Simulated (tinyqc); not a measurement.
Coherent transport through a tight-binding region between two chains, step by step. One step of it, computed by the program tinyqc.

Question. Transmission at E = -0.99 eV. Surface Green function g = (E - i sqrt(4 t^2 - E^2)) / (2 t^2); self-energy tc^2 g on each contact site; G = (E - H - Sigma)^(-1); Gamma = -2 Im Sigma; T = Gamma_L Gamma_R |G_LR|^2; local density of states -Im G_ii / pi.

H of the central region (eV):
```
,1,2,3
1,0.000000,-1.540000,0.000000
2,-1.540000,1.160000,-1.260000
3,0.000000,-1.260000,0.000000
```

Leads: semi-infinite chains with site energy 0:
```
parameter,value
lead hopping t (eV),2.740000
coupling to the left lead (eV),1.200000
coupling to the right lead (eV),0.980000
left contact site,1
right contact site,3
```

E = -0.990000 eV

Give: g; G; local density of states; transmission.

Answer.

g = -0.0659-0.3590i 1/eV

G (1/eV):
```
,1,2,3
1,0.1740-0.3384i,0.6369-0.2551i,0.8741-0.0217i
2,0.6369-0.2551i,0.2846-0.3620i,0.5007-0.3060i
3,0.8741-0.0217i,0.5007-0.3060i,-0.2139-0.4956i
```

local density of states (1/eV): 0.1077  0.1152  0.1578

transmission = 0.5449
